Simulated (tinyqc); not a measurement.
Worked calculation: capillary instabilities by surface diffusion: grooving and agglomeration of films, edge retraction, wire break-up and smoothing of roughness. Computed by tinyqc, a small Python program that keeps every step. Command: `OMP_NUM_THREADS=1 python tinyqc.py 3004909 3004910 out.jsonl dewet walk`. One thread of a shared host (Intel(R) Xeon(R) Processor @ 2.30GHz), about 0.01 s of CPU time with the checks. Intermediate numbers are printed to about 6 digits and carried at full precision; extremes and crossings named in words are read from the listed rows.

Isotropic surface energy; shapes change by surface diffusion alone.

Inputs (values chosen for the exercise, of the order of those of a ruthenium film):
```
quantity                                value        unit
surface energy gamma_s                   2.77       J/m^2
grain-boundary energy gamma_b            0.82       J/m^2
interface energy gamma_i                  1.4       J/m^2
contact angle on the substrate theta      100     degrees
atomic volume Omega                      13.6  angstrom^3
surface sites nu                           16      1/nm^2
prefactor D0                          4.8e-06       m^2/s
activation energy Q                      2.33          eV
temperature T                            1751           K
time t                                    550           s
film thickness h                          9.6          nm
grain radius R                            260          nm
wire radius r                             4.7          nm
initial ripple over radius               0.01           -
roughness wavelength lambda                49          nm
```

Grooves: at the surface and the interface.

Constants: k_B = 8.617333262e-05 eV/K; k_B = 1.380649e-23 J/K.

## The Mullins constant

B = D_s nu gamma_s Omega^2/(k_B T), D_s = D0 exp(-Q/(k_B T)).

D_s = 9.43993e-13 m^2/s

B = 320094 nm^4/s

length (B t)^(1/4) = 115.189 nm

Lengths grow as t^(1/4): doubling one takes 16 times as long, or roughly 420 K more.

## Will grooves cut through?

Groove angle beta: sin(beta) = gamma_b/(2 gamma). For circular grains of radius R with spherical caps the groove ends (measured from the mean surface) at the depth R g(beta), g = (2 - 3 cos beta + cos^3 beta)/(3 sin^3 beta). The film parts if R [g(beta_s) + g(beta_i)] > h.

beta_s = 8.51188 degrees

beta_i = 17.0291 degrees

sum of g = 0.112692

critical R/h = 8.87377

final depth over h = 3.05207

Given enough time, the grooves reach through: holes open at boundaries and, earlier, at triple junctions.

## Groove growth in time

Mullins' isolated groove: depth below the flat surface d = 0.780 m (B t)^(1/4), m = tan(beta_s), width between the ridges 4.6 (B t)^(1/4); time to reach h: (h/(0.780 m))^4/B.

groove depth = 13.4468 nm

groove width = 529.868 nm

time to reach the substrate = 142.880 s

Caution: this depth exceeds the film thickness, so the isolated-groove formula no longer applies. Caution: the grooves of neighbouring boundaries overlap, so the depth levels off at its final value.

## Retraction of a straight edge

A rim shaped as a circular segment with contact angle theta holds the area h x; its radius r obeys r^2 (theta - sin theta cos theta) = h x. To advance, the edge must carry a strip of the rim height H = r (1 - cos theta) over the rim, driven by the curvature 1/r over the distance r theta (the scaling argument of Brandon and Bradshaw): H dx/dt = B/(theta r^2) gives x^(5/2) = (5/2) B t c^(3/2)/(theta (1 - cos theta) h^(3/2)), c = theta - sin theta cos theta.

retraction x = 818.439 nm

rim height H = 75.1503 nm

present speed = 0.595228 nm/s

The rim is 7.8 times the film thickness. x goes as t^(2/5) h^(-3/5): thin films retract faster.

## Break-up of a free wire

A wire with r + A cos(k z) has dA/dt = (B/r^4) (kr)^2 [1 - (kr)^2] A: unstable for wavelengths above 2 pi r, fastest at kr = 1/sqrt 2 with the rate B/(4 r^4); break-up time about (4 r^4/B) ln(r/A0); each wavelength makes a sphere of radius (3 r^2 lambda_m/4)^(1/3).

fastest wavelength = 41.7631 nm

break-up time = 0.0280815 s

radius of the spheres = 8.84470 nm

t over the break-up time = 19585.9

The wire breaks up within t. Caution: faceting can stabilise wires along low-index directions.

## Smoothing against break-up

Roughness of wavelength lambda on a flat face decays as exp[-B (2 pi/lambda)^4 t]; the smoothing time is that for a factor e^3.

Times (s); the last column is (h/(0.780 tan beta_s))^4/B:
```
T (K)   B (nm^4/s)  smoothing  wire break-up  groove to depth h
1488   2.45835e+04   0.451379       0.365639            1860.39
1576   6.40233e+04   0.173320       0.140397             714.35
1663   1.48867e+05   0.074540       0.060381             307.22
1751   3.20094e+05   0.034666       0.028081             142.88
1839   6.38103e+05   0.017390       0.014087              71.67
1926   1.18373e+06   0.009374       0.007594              38.64
2101   3.49395e+06   0.003176       0.002573              13.09
```

All times share 1/B, so their ratios do not depend on T: break-up over smoothing is 0.81. The wire breaks before this roughness is smoothed, at any temperature. Smoothing is safe for lambda well below 2 pi r, above which a ripple along the wire grows instead. B spans 2.2 decades over these rows.

Checks made by the program: g against the volume of a spherical cap (relative difference below 1e-10).
